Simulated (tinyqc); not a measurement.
Hubbard chain of 3 sites, step by step. Computed by tinyqc, a small Python program that keeps every step. Settings: hopping = 1.34, U = 7.7, mixing = 0.2, iteration cap = 74. Command: `OMP_NUM_THREADS=1 python tinyqc.py 20920 20921 out.jsonl` (the two numbers bound the seeds that draw the settings). One thread of a shared host (Intel(R) Xeon(R) Processor @ 2.60GHz), about 0.2 s of CPU time with the checks.

one-body matrix (hopping and site energies) (eV), lower triangle:
```
           1          2          3
1   0.330000
2  -1.340000  -0.050000
3   0.000000  -1.340000  -0.910000
```

U = 7.700000 eV

electrons, up and down: 2  2

n(up) at the start (a guess, not normalised): 1 0.967000, 2 0.367000, 3 0.967000

n(down) at the start (a guess): 1 0.367000, 2 0.967000, 3 0.367000

Each step fills the lowest levels of T + U n(other spin) and sets n(new) = n + mixing (n(out) - n); stop when output and input agree to 1e-8.

Course of the cycle:

| iteration | E (eV) | largest \|n(out) - n(in)\| | mean \|n_up - n_down\| |
|---|---|---|---|
| 1 | 5.22810067 | 5.79e-01 | 0.538816 |
| 2 | 5.13440879 | 4.65e-01 | 0.543537 |
| 3 | 5.05171213 | 3.76e-01 | 0.555016 |
| 4 | 4.97919298 | 3.06e-01 | 0.565565 |
| 5 | 4.91678008 | 2.50e-01 | 0.575029 |
| 6 | 4.86448882 | 2.06e-01 | 0.583201 |
| 7 | 4.82199481 | 1.70e-01 | 0.589973 |
| 8 | 4.78848240 | 1.40e-01 | 0.595374 |
| 9 | 4.76273563 | 1.15e-01 | 0.599535 |
| 10 | 4.74335313 | 9.90e-02 | 0.602639 |
| 11 | 4.72896075 | 9.75e-02 | 0.604877 |
| ... | ... | ... | ... |
| 64 | 4.68654240 | 3.03e-04 | 0.601637 |
| 65 | 4.68654235 | 2.72e-04 | 0.601630 |
| 66 | 4.68654231 | 2.44e-04 | 0.601623 |
| 67 | 4.68654227 | 2.19e-04 | 0.601617 |
| 68 | 4.68654225 | 1.96e-04 | 0.601612 |
| 69 | 4.68654223 | 1.76e-04 | 0.601607 |
| 70 | 4.68654221 | 1.58e-04 | 0.601603 |
| 71 | 4.68654219 | 1.42e-04 | 0.601599 |
| 72 | 4.68654218 | 1.27e-04 | 0.601596 |
| 73 | 4.68654217 | 1.14e-04 | 0.601593 |
| 74 | 4.68654217 | 1.03e-04 | 0.601590 |

Can the last value be used, and what does the course show?

Not by the stop rule, although the second column moves by less than 1e-07 over the last three steps. Not converged within 74 iterations: the residual falls steadily but slowly, by a factor of about 0.90 a step. The lowest mean-field energy found from random starts is 4.68654 eV. Reruns (cap 100 unless said): mixing 0.5: converged in 59 (E = 4.68654); mixing 0.9: converged in 29 (E = 4.68654); the original settings with a cap of 400: converged in 160 (E = 4.68654).
